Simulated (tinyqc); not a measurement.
# Circular transfer-length structure: two studies

A disc contact of radius r0 and a very wide ring contact from r1 = r0 + sp outwards lie on a thin layer; the metal has no resistance and the sheet resistance under the contacts equals Rsh.

Values chosen for this exercise:
```
symbol   value      unit                                      meaning
Rsh       3000    ohm/sq  sheet resistance of the semiconductor layer
rc      3.3e-7  ohm cm^2                 specific contact resistivity
r0         1.6        um                  radius of the inner contact
sp        0.38        um                     gap between the contacts
```

Each table varies one quantity; the others keep the values above.

## Resistance against gap

Transfer length Lt = sqrt(rc/Rsh). R = (Rsh/2 pi) [(Lt/r0) I0(r0/Lt)/I1(r0/Lt) + ln(r1/r0) + (Lt/r1) K0(r1/Lt)/K1(r1/Lt)] with modified Bessel functions; for r0 >> Lt both ratios tend to 1. The last column is Rsh (sp + 2 Lt)/(2 pi r0).

Resistance against gap:

| sp (um) | R (ohm) | large-radius form (ohm) | linear form (ohm) |
|---|---|---|---|
| 0.07 | 81.91 | 81.73 | 83.49 |
| 0.11 | 92.55 | 92.33 | 95.42 |
| 0.16 | 105.5 | 105.3 | 110.3 |
| 0.25 | 128.0 | 127.7 | 137.2 |
| 0.39 | 161.1 | 160.6 | 179.0 |
| 0.6 | 206.7 | 206.1 | 241.6 |
| 0.92 | 268.7 | 268.1 | 337.1 |
| 1.4 | 348.9 | 348.1 | 480.4 |
| 2.2 | 458.4 | 457.5 | 719.1 |

Read the table: what changes, and by how much?

R rises from 81.9 to 458 ohm. The linear form is 1.9 % above it in the first row and 57 % above it in the last, where ln(1 + sp/r0) has bent well below sp/r0. A straight line through the end rows, read with the linear form, gives Rsh = 1780 ohm/sq and Lt = 0.197 um, against 3000 and 0.105.

## Effect of the inner radius

Same model as above.

Results:

| r0 (um) | r0/Lt | inner contact (ohm) | rc/(pi r0^2) (ohm) | Rsh Lt/(2 pi r0) (ohm) |
|---|---|---|---|---|
| 0.059 | 0.56254 | 3135.4 | 3017.6 | 848.76 |
| 0.11 | 1.0488 | 982.36 | 868.12 | 455.24 |
| 0.2 | 1.9069 | 367.20 | 262.61 | 250.38 |
| 0.66 | 6.2929 | 82.770 | 24.114 | 75.874 |
| 1.2 | 11.442 | 43.686 | 7.2946 | 41.731 |
| 2.2 | 20.976 | 23.325 | 2.1703 | 22.762 |
| 4 | 38.139 | 12.687 | 0.65651 | 12.519 |

Estimate the missing row, r0 = 0.36 um.

Computed row:

| r0 (um) | r0/Lt | inner contact (ohm) | rc/(pi r0^2) (ohm) | Rsh Lt/(2 pi r0) (ohm) |
|---|---|---|---|---|
| 0.36 | 3.4325 | 166.09 | 81.051 | 139.10 |

With this row back in the table: The inner contact goes as r0^(-1.86) between the first two rows, where it is 3.9 % above rc over the area, and as r0^(-1.02) between the last two, where it is 1.3 % above the rim form: a small disc uses its whole area, a large one only a rim of width Lt.

Program tinyqc, `OMP_NUM_THREADS=1 python tinyqc.py 2760110 2760111 out.jsonl`; Intel Xeon 2.30GHz, shared host, one thread, about 0.01 s.
